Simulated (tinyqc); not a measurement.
Worked calculation: chemical vapour deposition: Grove model, boundary layer, depletion and step coverage. Computed by tinyqc, a small Python program that keeps every step. Command: `OMP_NUM_THREADS=1 python tinyqc.py 3005915 3005916 out.jsonl cvd walk`. One thread of a shared host (Intel(R) Xeon(R) Processor @ 2.30GHz), about 0.01 s of CPU time with the checks. Intermediate numbers are printed to about 7 digits and carried at full precision; extremes and crossings named in words are read from the listed rows.

A precursor diffuses to the surface and reacts there at first order; each molecule that reacts adds one formula unit of film.

Inputs (values chosen for the exercise, close to those used for silicon dioxide from an alkoxysilane):
```
quantity                                            value                unit
prefactor k0 of k_s                                 3e+10                cm/s
activation energy E                                  1.89                  eV
temperature T                                         690                   C
total pressure p                                      160                torr
mole fraction of the precursor Y                    0.012                   -
gas diffusivity D0 at 273.15 K and 760 torr          0.42              cm^2/s
film density N                                    2.2e+22  formula units/cm^3
precursor mass M                                      208                   u
trench width w                                       0.24                  um
aspect ratio of the trench                            4.7                   -
gas velocity U                                        9.7                cm/s
kinematic viscosity nu0 at 273.15 K and 760 torr     0.46              cm^2/s
susceptor length L                                     40                  cm
channel height b                                      6.9                  cm
```

Reactor: horizontal, reduced pressure.

Constants: k_B = 1.380649e-23 J/K; u = 1.6605390666e-27 kg; k_B = 8.617333262e-05 eV/K.

## Gas-phase and surface constants

k_s = k0 exp(-E/(k_B T)); C_g = Y p/(k_B T), 1 torr = 133.322 Pa; D = D0 (T/273.15)^1.75 (760/p). Temperatures in kelvin are T(C) + 273.15. Mean speed c = sqrt(8 k_B T/(pi M)); reactive sticking probability beta = 4 k_s/c.

surface rate constant k_s = 3.868194 cm/s

precursor density C_g = 1.924978e+16 1/cm^3

gas diffusivity D = 18.10111 cm^2/s

mean speed c = 31311.40 cm/s

sticking probability beta = 4.941580e-04

## Boundary layer

nu = nu0 (T/273.15)^1.75 (760/p); Re = U L/nu; mean boundary layer delta = (2/3) L/sqrt(Re), at most b/2; h_g = D/delta.

Reynolds number Re = 19.57123

boundary layer delta = 3.45 cm

mass-transfer coefficient h_g = 5.246698 cm/s

Caution: the boundary layer is capped at b/2, so U, L and nu no longer affect h_g.

## Growth rate at the inlet

Fluxes in series: C_s = C_g/(1 + k_s/h_g); growth rate G = k_s h_g/(k_s + h_g) C_g/N; 1 cm/s = 6e8 nm/min.

ratio k_s/h_g = 0.7372625

C_s/C_g = 0.5756182

growth rate G at the inlet = 1168.953 nm/min

Reaction and transport resist to a similar degree. Caution: a growth rate above 1 um/min is far higher than usual for an oxide or nitride film.

## Depletion along the susceptor

Plug flow: U b dC/dx = -k_eff C with k_eff = k_s h_g/(k_s + h_g), so C falls as exp(-k_eff x/(U b)); the used share of the precursor is 1 - C(L)/C(0).

k_eff = 2.226603 cm/s

depletion length = 30.05924 cm

rate at the outlet over rate at the inlet = 0.2642907

rate at the outlet = 308.9436 nm/min

73.6 % of the precursor is used.

## Reaction control against transport control

The formulas are those given above.

Rates:
```
T (C)    k_s (cm/s)  h_g (cm/s)    G (nm/min)  reaction limit (nm/min)  transport limit (nm/min)
490    9.901951e-03    3.491315  6.542281e+00             6.560836e+00                  2313.276
540    5.796862e-02    3.901399  3.551937e+01             3.604713e+01                  2426.040
590    2.765349e-01    4.330845  1.522757e+02             1.619989e+02                  2537.083
640    1.111725e+00    4.779367  4.994341e+02             6.156071e+02                  2646.529
690    3.868194e+00    5.246698  1.168953e+03             2.030779e+03                  2754.485
740    1.190066e+01    5.732588  1.930919e+03             5.939439e+03                  2861.049
790    3.294020e+01    6.236805  2.494083e+03             1.566679e+04                  2966.306
840    8.320714e+01    6.759128  2.839659e+03             3.779682e+04                  3070.332
890    1.940869e+02    7.299350  3.058181e+03             8.437404e+04                  3173.195
```

The apparent activation energy of G is 1.81 eV between the first rows and 0.17 eV between the last, against E = 1.89 eV. k_s passes h_g between 690 and 740 C, where control shifts from the surface to the gas. In the reaction limit the slope is E - k_B T, because C_g falls as 1/T; any further lowering comes from transport.

## Step coverage in a trench

In a long trench of width w and depth l = aspect ratio x w: Knudsen diffusivity D_K = (2w) c/3 (hydraulic diameter 2w), combined as 1/D_e = 1/D_K + 1/D; D_e d2C/dz2 = 2 k_s C/w with D_e dC/dz = -k_s C at the floor. With m = sqrt(2 k_s/(w D_e)): C(floor)/C(top) = 1/[cosh(m l) + (k_s/(D_e m)) sinh(m l)].

Knudsen diffusivity D_K = 0.5009824 cm^2/s

effective diffusivity D_e = 0.4874901 cm^2/s

modulus m l = 0.09172541

step coverage = 0.9949199

Wall collisions limit transport in the trench; then m l = aspect ratio x sqrt(3 beta)/2, 0.0905, whatever the width. Coverage is nearly conformal. Caution: the hydraulic-diameter form of D_K is rough for a slit.

Checks made by the program: step coverage against a numerical boundary-value solution (relative difference below 1e-10).
